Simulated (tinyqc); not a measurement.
n-type polysilicon, carrier trapping at grain boundaries: one step of the calculation.

One-dimensional grains of size Lg, uniform ionised doping N, monovalent traps Qt at each boundary at a depth Et below (for electrons) or above (for holes) the band edge there, abrupt depletion of width W on each side of a boundary, Boltzmann statistics. xi is the distance from the band edge at the grain centre to the Fermi level. Trapped charge Qt/(1 + exp((xi + VB - Et)/Vt)) = 2 N W, barrier VB = q N W^2/(2 eps0 eps_r).

Task. Resistivity and effective mobility. n0 = NB exp(-xi/Vt); mean density n0 (1 - 2 W/Lg) by charge balance in a partly depleted grain, and n0 (sqrt(pi)/2) erf(u)/u with u = sqrt(VB/Vt) in a fully depleted one; v = sqrt(kB T/(2 pi ms m0)); barrier resistivity Vt exp(VB/Vt)/(q fe n0 v Lg); grain resistivity (1 - 2 W/Lg)/(q n0 mug); effective mobility 1/(q mean density total resistivity).

Inputs (values chosen for the exercise); values of the order met in polycrystalline silicon:
```
symbol,value,unit,meaning
T,300,K,temperature
NB,2.8e19,cm^-3,conduction-band density of states at T
Lg,36,nm,grain size
ms,0.47,m0,mass for thermionic emission
fe,0.5,,correction factor of the emission rate
mug,55,cm^2/(V s),mobility inside the grains
```

Constants: q = 1.602176634e-19 C, kB = 1.380649e-23 J/K, m0 = 9.1093837015e-31 kg, Vt = kB T/q. Results are converted to the units shown.

W = 2.4999990 nm
xi = 0.069550944 V
VB = 0.0091828837 V

Give: n0; mean density; v; barrier resistivity; grain resistivity; resistivity; effective mobility.

Result.

n0 = 1.9000e18 cm^-3
mean density = 1.6361e18 cm^-3
v = 3.9239e6 cm/s
barrier resistivity = 0.017152 ohm cm
grain resistivity = 0.051432 ohm cm
resistivity = 0.068583 ohm cm
effective mobility = 55.623 cm^2/(V s)

The resistivity is 1.15 times that of a single crystal with the same N and mobility mug, and the mean density is 86.1 % of N. The effective mobility exceeds mug only because drift through the depleted grain is left out.

tinyqc, about 0.01 s, one thread, Intel Xeon 2.30GHz (shared host): `OMP_NUM_THREADS=1 python tinyqc.py 2830216 2830217 out.jsonl`
